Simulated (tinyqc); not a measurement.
Against the doping: band-to-band tunnelling and avalanche in a reverse-biased abrupt junction. Computed by tinyqc, a small Python program. Command: `OMP_NUM_THREADS=1 python tinyqc.py 3030076 3030077 out.jsonl zener walk`. One thread of a shared host (Intel(R) Xeon(R) Processor @ 2.30GHz), about 0.01 s of CPU time with the checks.

Direct Kane tunnelling in the local field (for indirect gaps the mass is an effective fit) and one ionisation coefficient for both carriers. N is the doping of the light side, or N_A N_D/(N_A + N_D) for the symmetric junction; the built-in voltage is taken as E_g/e.

Inputs (values chosen for the exercise, modelled on germanium):
```
quantity                                              value    unit
band gap at 300 K, E_g                                0.659      eV
gap narrowing with temperature, -dE_g/dT               0.36   meV/K
reduced tunnelling mass m_r                           0.039     m_0
permittivity eps                                         16       -
ionisation prefactor a                              1.2e+07    1/cm
ionisation field at 300 K, b                        1.4e+06    V/cm
relative rise of b with temperature                     5.4  1e-4/K
effective doping N                                  9.5e+16  1/cm^3
current density that defines tunnel breakdown, J_0      0.1  A/cm^2
temperature T                                           300       K
```

Junction: one-sided.

Constants: eps_0 = 8.8541878128e-12 F/m; e = 1.602176634e-19 C; m_0 = 9.1093837015e-31 kg; hbar = 1.054571817e-34 J s.

Method:
- E_g(T) = E_g - (T - 300 K)(-dE_g/dT); b(T) = b [1 + (rise)(T - 300 K)]; w = sqrt(2 eps eps_0 (V_R + E_g/e)/(e N)); F_m = 2 (V_R + E_g/e)/w; the field falls linearly from F_m to 0 across w.
- Kane: G(F) = A F^2 exp(-B/F), A = e^2 sqrt(m_r)/(18 pi hbar^2 sqrt(E_g)), B = pi sqrt(m_r) E_g^(3/2)/(2 e hbar), SI units; J = e int G dx x V_R/(V_R + E_g/e), the last factor making J vanish at zero bias; int G dx = (w/F_m) int_0^F_m G dF by 64 Gauss-Legendre points.
- Avalanche: I = (w/F_m) int_0^F_m a exp(-b/F) dF by 64 Gauss-Legendre points, M = 1/(1 - I), breakdown at I = 1.
- V_Z solves J = J_0 and V_A solves I = 1; the lower one is the breakdown voltage; temperature coefficients by a central difference of +/- 10 K.

Breakdown:
```
N (1/cm^3)     V_Z (V)  V_A (V)  F_m at breakdown (MV/cm)       first
1.90e+15    1.8654e+02   89.421                   0.19676   avalanche
4.80e+15    7.9261e+01   43.632                   0.21929   avalanche
1.10e+16    3.6751e+01   23.216                   0.24373   avalanche
2.80e+16    1.5307e+01   11.518                   0.27771   avalanche
5.70e+16    7.7270e+00    6.777                   0.30964   avalanche
9.50e+16    4.6377e+00    4.620                   0.33680   avalanche
1.90e+17    2.2018e+00    2.717                   0.35064  tunnelling
4.80e+17    6.3687e-01    1.269                   0.37509  tunnelling
1.10e+18    7.2694e-02    0.561                   0.42667  tunnelling
```

The mechanism changes between 9.50e16 and 1.90e17 per cm^3. Across the table V_Z + E_g/e scales as N^-0.87 and V_A as N^-0.80: tunnelling needs a nearly fixed field, while avalanche in a thinner layer needs a higher one. Rows with V_Z below E_g/e understate it, since the local Kane formula overestimates the current there. Rows with V_A below about 5 E_g/e understate it, since the local law ignores the distance a carrier needs to reach the ionisation energy; silicon and germanium junctions change over near 4 to 6 E_g/e.

Extremes, crossings and ranges named in words are read from the listed rows.
